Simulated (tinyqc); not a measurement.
Inside a calculation (part 2 of 2). Method: CIS and TDHF on RHF in the 3-21g basis, for H3-, spin multiplicity 1. The basis has no diffuse functions, so it cannot describe the extra electron: this is an exercise in the method, not the real anion. Computed by tinyqc, a small Python program that keeps every step (integrals from PySCF). Command: `OMP_NUM_THREADS=1 python tinyqc.py 27002 27003 out.jsonl` (the two numbers bound the seeds that draw the settings). One thread of a shared host (Intel(R) Xeon(R) Processor @ 2.60GHz), about 0.09 s of CPU time with the checks.

Geometry (angstrom):
```
atom         x         y          z
H     0.000000  0.000000   0.000000
H     0.000000  0.000000   0.758000
H     0.000000  0.827000  -0.101000
```

## CIS matrix, triplets

orbital energies (hartree): [-0.369776, 0.147934, 0.576542, 1.214742, 1.551382, 1.938789]

Given earlier and not repeated: Two-electron integrals over orbitals (pq|rs).

A(ia,jb) = (e_a - e_i) d_ij d_ab - (ij|ab).

CIS matrix A, triplet (hartree), order 1>3, 1>4, 1>5, 1>6, 2>3, 2>4, 2>5, 2>6:
```
[[0.522525, 0.021174, 0.002594, 0.115240, 0.006338, -0.002334, -0.008011, -0.004820],
 [0.021174, 1.064634, 0.010868, -0.043610, -0.002334, 0.022373, -0.080567, -0.009534],
 [0.002594, 0.010868, 1.393850, -0.016216, -0.008011, -0.080567, -0.030934, 0.101176],
 [0.115240, -0.043610, -0.016216, 1.687324, -0.004820, -0.009534, 0.101176, 0.019301],
 [0.006338, -0.002334, -0.008011, -0.004820, 0.068121, 0.017362, 0.000593, 0.056201],
 [-0.002334, 0.022373, -0.080567, -0.009534, 0.017362, 0.674492, -0.006199, 0.022611],
 [-0.008011, -0.080567, -0.030934, 0.101176, 0.000593, -0.006199, 0.929756, 0.014846],
 [-0.004820, -0.009534, 0.101176, 0.019301, 0.056201, 0.022611, 0.014846, 1.325811]]
```

## CIS triplet states

Diagonalise A (1 hartree = 27.211386 eV); each vector has its largest component positive (the first on a tie).

triplet excitation energies (eV): [1.767598, 13.867211, 18.028725, 24.056050, 29.738569, 34.397251, 40.026291, 46.734748]

lowest vectors, order 1>3, 1>4, 1>5, 1>6, 2>3, 2>4, 2>5, 2>6:
```
[[-0.015786, 0.993115, -0.012860, -0.025365, 0.060873, -0.022128],
 [0.002914, -0.040981, -0.053828, 0.386010, 0.913239, -0.075998],
 [0.007921, -0.002550, 0.118768, 0.049841, -0.071816, -0.550935],
 [0.004641, -0.101701, 0.009457, -0.089121, 0.114093, -0.076576],
 [0.998491, 0.016881, 0.022085, -0.002732, 0.003459, 0.043914],
 [-0.025830, 0.011218, 0.989351, -0.004137, 0.069396, 0.105437],
 [-0.000235, 0.035310, 0.019528, 0.915980, -0.365371, 0.080976],
 [-0.044785, 0.005992, -0.055295, -0.029690, 0.076093, 0.815315]]
```

## TDHF (RPA) triplet states

B(ia,jb) = - (ib|ja); the squared energies are the eigenvalues of (A - B)(A + B); 1 hartree = 27.211386 eV.

TDHF matrix B, triplet (hartree), order 1>3, 1>4, 1>5, 1>6, 2>3, 2>4, 2>5, 2>6:
```
[[-0.067178, 0.018068, 0.003113, 0.056197, 0.002576, 0.001296, -0.023204, -0.003944],
 [0.018068, -0.091766, 0.004729, -0.021190, -0.001422, 0.011203, -0.027409, -0.002689],
 [0.003113, 0.004729, -0.075794, -0.007563, -0.008064, -0.061846, -0.015331, 0.037574],
 [0.056197, -0.021190, -0.007563, -0.099854, -0.004411, -0.006898, 0.057383, 0.009129],
 [0.002576, -0.001422, -0.008064, -0.004411, -0.043902, 0.005356, -0.001930, 0.023361],
 [0.001296, 0.011203, -0.061846, -0.006898, 0.005356, -0.024682, 0.002061, 0.016420],
 [-0.023204, -0.027409, -0.015331, 0.057383, -0.001930, 0.002061, -0.092066, 0.007080],
 [-0.003944, -0.002689, 0.037574, 0.009129, 0.023361, 0.016420, 0.007080, -0.054632]]
```

squared energies w^2 (hartree^2): [0.001979, 0.250083, 0.433339, 0.765143, 1.184882, 1.585083, 2.159923, 2.936258]

TDHF energies from the positive w^2 (eV): [1.210377, 13.607939, 17.912843, 23.802471, 29.620214, 34.259154, 39.991693, 46.628109]
